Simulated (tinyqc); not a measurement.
Inside a calculation. Method: LCCD on RHF in the sto-3g basis, for H3-, spin multiplicity 1. The basis has no diffuse functions, so it cannot describe the extra electron: this is an exercise in the method, not the real anion. One step of it, computed by the program tinyqc.

Task: Iteration 8 (converged): orbitals. Diagonalise F' = X^T F X, C = X C', fill 2 alpha and 2 beta electrons from the bottom; D = 2 C_occ C_occ^T. Each column has its largest component positive (the first on a tie).

converged F (hartree), order 1H 1s, 2H 1s, 3H 1s:
```
[[0.038846, -0.258269, -0.258269],
 [-0.258269, 0.075805, -0.104544],
 [-0.258269, -0.104544, 0.075805]]
```

X, order 1H 1s, 2H 1s, 3H 1s:
```
[[1.403767, 0.000000, 0.486120],
 [-0.892022, 0.776789, 0.382501],
 [-0.892022, -0.776789, 0.382501]]
```

Give: F' = X^T F X; orbital energies; coefficients C; D after iteration 8.

Result:

F' = X^T F X (hartree):
```
[[1.3244, 0.0000, -0.0072],
 [0.0000, 0.2176, 0.0000],
 [-0.0072, 0.0000, -0.1913]]
```

orbital energies (hartree): [-0.1914, 0.2176, 1.3245]

coefficients C, order 1H 1s, 2H 1s, 3H 1s:
```
[[0.4928, 0.0000, 1.4014],
 [0.3782, 0.7768, -0.8938],
 [0.3782, -0.7768, -0.8938]]
```

D after iteration 8, order 1H 1s, 2H 1s, 3H 1s:
```
[[0.4858, 0.3728, 0.3728],
 [0.3728, 1.4929, -0.9207],
 [0.3728, -0.9207, 1.4929]]
```
